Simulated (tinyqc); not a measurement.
Double-gate transistor, scale length and short-channel effects: one step of the calculation.

A body of thickness ts between two insulators of thickness ti and two tied gates. Below threshold the potential that source and drain add obeys Laplace's equation and vanishes on the gate. Its lowest mode decays along the channel as exp(-k y); k is the smallest positive root of the matching condition at the interface, and the scale length is Lambda = pi/k.

Problem. Scale length against simple estimates. Lambda = pi/k and l = 1/k. A parabolic potential across the structure gives l(parabolic) = sqrt((eps_r/(2 ei)) ts ti (1 + ei ts/(4 eps_r ti))).

Inputs (values chosen for the exercise); permittivities: semiconductor made up, insulator close to that of silicon nitride:

| symbol | value | unit | meaning |
|---|---|---|---|
| eps_r | 20.1 |  | relative permittivity of the semiconductor |
| ei | 7.49 |  | relative permittivity of the insulator |
| ti | 2.3 | nm | insulator thickness |
| ts | 13.5 | nm | body thickness |

k = 0.13020403 1/nm

Wanted: Lambda; l; l(parabolic).

Solution.

Lambda = 24.13 nm
l = 7.680 nm
l(parabolic) = 8.028 nm

Program tinyqc, `OMP_NUM_THREADS=1 python tinyqc.py 2420062 2420063 out.jsonl`; Intel Xeon 2.30GHz, shared host, one thread, about 0.01 s.
